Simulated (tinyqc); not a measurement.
# Worked calculation: Schottky barrier on an n-type semiconductor with a doping step, non-linear Poisson equation by Newton steps

tinyqc, about 0.06 s, one thread, Intel Xeon 2.30GHz (shared host): `OMP_NUM_THREADS=1 python tinyqc.py 2020080 2020081 out.jsonl` Printed values are rounded.

One dimension, metal at x = 0, donor density C(x) = N1 for x < x1 and Nd beyond. Energies are counted from the electron Fermi level of the semiconductor and the conduction-band edge is Ec = -psi, so n = Nc exp(psi/Vt); holes follow the Fermi level of the metal, at -V, so p = Nv exp((V - psi - Eg)/Vt). Ends: psi(0) = V - phiB and psi = Vt ln(Nd/Nc) deep inside. Boltzmann statistics, full ionisation, no current, no image force in the Poisson equation.

Inputs (values chosen for the exercise); band and dielectric values close to those of gallium arsenide: temperature T = 300 K; band gap Eg = 1.43 eV; relative permittivity eps_r = 12.7; conduction-band density of states at T Nc = 4.44e17 cm^-3; valence-band density of states at T Nv = 8.93e18 cm^-3; donor density deep in the semiconductor Nd = 4.5e16 cm^-3; barrier height phiB = 0.8 eV; bias of the metal against the semiconductor V = 0 V; depth of the doping step x1 = 83 nm; donor density above the step N1 = 2.2e15 cm^-3.

Constants: q = 1.602176634e-19 C, kB = 1.380649e-23 J/K, Vt = kB T/q, eps0 = 8.8541878128e-14 F/cm where lengths are in cm. Results are converted to the units shown.

## End potentials, built-in voltage, Debye length

psi_0 = V - phiB, psi_b = Vt ln(Nd/Nc), Vbi = phiB - Vt ln(Nc/Nd), LD = sqrt(eps0 eps_r Vt/(q Nd)), W = sqrt(2 eps0 eps_r (Vbi - V)/(q Nd)), hole density at the metal p_0 = Nv exp((phiB - Eg)/Vt).

psi_0 = -0.8 V
psi_b = -0.05917942 V
Vbi = 0.7408206 V
LD = 20.07991 nm
W for uniform Nd = 152.0149 nm
p_0 = 2.329793e8 cm^-3

The hole density at the metal is 5.2e-9 times Nd, so holes hardly matter.

## Doping on the mesh

```
node,x (nm)
0,0
1,18
2,39.6
3,65.5
4,96.6
5,134
6,179
7,232
8,297
9,374
10,467
```

C = N1 for x < x1 and Nd beyond, taken at the nodes.

```
node,donor density C (cm^-3)
0,2.2e15
1,2.2e15
2,2.2e15
3,2.2e15
4,4.5e16
5,4.5e16
6,4.5e16
7,4.5e16
8,4.5e16
9,4.5e16
10,4.5e16
```

## Couplings between neighbouring nodes

a_i = eps0 eps_r/h_i for the interval from node i to i + 1, with h_i = x_(i+1) - x_i in cm.

```
interval,coupling a_i (F/cm^2)
0,6.247121e-7
1,5.205935e-7
2,4.341629e-7
3,3.615697e-7
4,3.006636e-7
5,2.498849e-7
6,2.121664e-7
7,1.729972e-7
8,1.460366e-7
9,1.209120e-7
```

## Starting potential

The parabola psi_b - (psi_b - psi_0)(1 - x/W)^2 for x < W and psi_b beyond, with psi_0 = V - phiB, psi_b = Vt ln(Nd/Nc), W = sqrt(2 eps0 eps_r (psi_b - psi_0)/(q Nd)).

```
node,psi at the start (V)
0,-0.8000000
1,-0.6349466
2,-0.4643040
3,-0.2991305
4,-0.1576246
5,-0.0695836
6,-0.0591794
7,-0.0591794
8,-0.0591794
9,-0.0591794
10,-0.0591794
```

## Iteration 1: densities, residual and Jacobian diagonal

n_i = Nc exp(psi_i/Vt), p_i = Nv exp((V - psi_i - Eg)/Vt), rho_i = p_i - n_i + C_i, g_i = (n_i + p_i)/Vt. Box widths w_i = (h_(i-1) + h_i)/2 in cm. Residual F_i = a_i (psi_(i+1) - psi_i) - a_(i-1) (psi_i - psi_(i-1)) + q rho_i w_i; Jacobian: a_(i-1) and a_i beside the diagonal, b_i = -a_(i-1) - a_i - q g_i w_i on it. The two end nodes are fixed.

```
node,n (cm^-3),p (cm^-3)
0,16142.64,2.329793e8
1,9.566410e6,3.931359e5
2,7.037517e9,534.4072
3,4.189975e12,0.8975947
4,9.986353e14,0.003766039
5,3.009058e16,1.249859e-4
6,4.5e16,8.357555e-5
7,4.5e16,8.357555e-5
8,4.5e16,8.357555e-5
9,4.5e16,8.357555e-5
10,4.5e16,8.357555e-5
```

```
node,residual F (C/cm^2),diagonal b (F/cm^2)
1,-1.357749e-8,-1.145306e-6
2,-1.628613e-8,-9.547564e-7
3,-1.954526e-8,-7.958066e-7
4,-5.479966e-10,-6.834308e-7
5,-1.402923e-8,-1.318872e-6
6,-2.599838e-9,-1.828599e-6
7,0,-2.030599e-6
8,0,-2.299134e-6
9,0,-2.637491e-6
```

## Iteration 1: Newton step

Solve the tridiagonal system a_(i-1) d_(i-1) + b_i d_i + a_i d_(i+1) = -F_i for nodes 1 to 9, with d = 0 on fixed nodes. Half of the step is added while the largest |d| exceeds 1.5 Vt, the full step after that.

```
node,"Newton step d, before damping (V)"
1,-0.0564921
2,-0.0982019
3,-0.1107035
4,-0.0716810
5,-0.0279847
6,-0.0053108
7,-0.0005585
8,-0.0000422
9,-0.0000023
```

```
node,psi after iteration 1 (V)
0,-0.8000000
1,-0.6631927
2,-0.5134049
3,-0.3544823
4,-0.1934650
5,-0.0835759
6,-0.0618348
7,-0.0594587
8,-0.0592005
9,-0.0591806
10,-0.0591794
```

## Course of the Newton iteration

Stop when the largest undamped |d| is below 1e-9 V, or after 80 iterations.

Course of the iteration:
```
iteration,largest |F| (C/cm^2),largest |d| (V),at node
1,1.95e-8,0.111,3
2,9.78e-9,0.0618,3
3,5.83e-9,0.0338,3
4,1.38e-9,3.34e-3,5
5,2.91e-11,7.52e-5,5
6,1.35e-14,3.63e-8,5
7,3.13e-21,< 1e-13,5
```

Converged in 7 iterations. Once the step is below 0.1 Vt, 2 more iteration(s) reach the threshold: near the solution the error is roughly squared each time.

## Converged densities, field and barrier lowering

```
node,converged psi (V)
0,-0.8000000
1,-0.6944907
2,-0.5692202
3,-0.4209397
4,-0.2456669
5,-0.1169583
6,-0.0682487
7,-0.0601478
8,-0.0592526
9,-0.0591835
10,-0.0591794
```

n and p as above; E_i = -(psi_(i+1) - psi_i)/h_i; at the metal |E_0| = |E on interval 0| + q rho_0 (h_0/2)/(eps0 eps_r), rho_0 = p_0 - n_0 + C_0; image-force lowering dphi = sqrt(q |E_0|/(4 pi eps0 eps_r)).

```
node,n (cm^-3),p (cm^-3)
0,16142.64,2.329793e8
1,9.559881e5,3.934044e6
2,1.215920e8,30930.48
3,3.766238e10,99.85826
4,3.314067e13,0.1134829
5,4.814708e15,7.811273e-4
6,3.168514e16,1.186960e-4
7,4.334559e16,8.676545e-5
8,4.487275e16,8.381256e-5
9,4.499294e16,8.358865e-5
10,4.5e16,8.357555e-5
```

```
interval,field E (kV/cm)
0,-58.61627
1,-57.99562
2,-57.25116
3,-56.35781
4,-34.41405
5,-10.82436
6,-1.52847
7,-0.13771
8,-0.00898
9,-0.00044
```

|E_0| at the metal = 58.89838 kV/cm
image-force lowering = 25.84198 mV

A mesh of about 1000 nodes or more gives |E_0| = 58.30 kV/cm; the 11-node value is 1.0 % above it.
